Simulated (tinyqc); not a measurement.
Raising U: Hubbard chain of 6 sites, mean field against exact. Computed by the program tinyqc. Collinear unrestricted mean field (the lowest of 40 random starts) against exact diagonalisation.

one-body matrix (hopping and site energies) (eV):
```
         1        2        3        4        5        6
1   0.0000  -1.7800   0.0000   0.0000   0.0000   0.0000
2  -1.7800   0.0000  -1.7800   0.0000   0.0000   0.0000
3   0.0000  -1.7800   0.0000  -1.7800   0.0000   0.0000
4   0.0000   0.0000  -1.7800   0.0000  -1.7800   0.0000
5   0.0000   0.0000   0.0000  -1.7800   0.0000  -1.7800
6   0.0000   0.0000   0.0000   0.0000  -1.7800   0.0000
```

electrons, up and down: 3  3

Exact and mean-field results (eV):
```
U            U/t     E exact  E mean field  mean |n_up - n_down|  double occupancy, exact  first gap in the sector
0.8900    0.5000  -11.166336    -11.103495                0.0000                   0.2265                   1.4101
3.5600    2.0000   -8.092439     -7.203703                0.4041                   0.1584                   1.0299
5.3400    3.0000   -6.614600     -5.395414                0.6726                   0.1197                   0.8513
7.1200    4.0000   -5.504766     -4.222949                0.8030                   0.0896                   0.7139
10.6800   6.0000   -4.034746     -2.899959                0.9093                   0.0522                   0.5270
14.2400   8.0000   -3.147216     -2.196988                0.9485                   0.0329                   0.4121
21.3600  12.0000   -2.163405     -1.475065                0.9770                   0.0160                   0.2838
35.6000  20.0000   -1.319852     -0.888218                0.9917                   0.0061                   0.1732
```

Estimate the missing row, U = 1.78.

Computed row:
```
U          U/t     E exact  E mean field  mean |n_up - n_down|  double occupancy, exact  first gap in the sector
1.7800  1.0000  -10.019430     -9.768495                0.0000                   0.2031                   1.2637
```

In absolute terms mean field is worst at U/t = 4.0, 1.282 eV too high: at small U it is nearly exact, and at large U it misses only exchange-scale energies. Its local moments set in at U/t = 2.0 of those listed, a broken symmetry that the exact state of a finite cluster with equal spins does not have. Relative to the exact energy its error is 0.6 % at the smallest U, 33 % at most and 33 % at the largest. The double occupancy falls from 0.226 to 0.006; at the largest U the first gap is 0.49 times the exchange scale 4t^2/U.
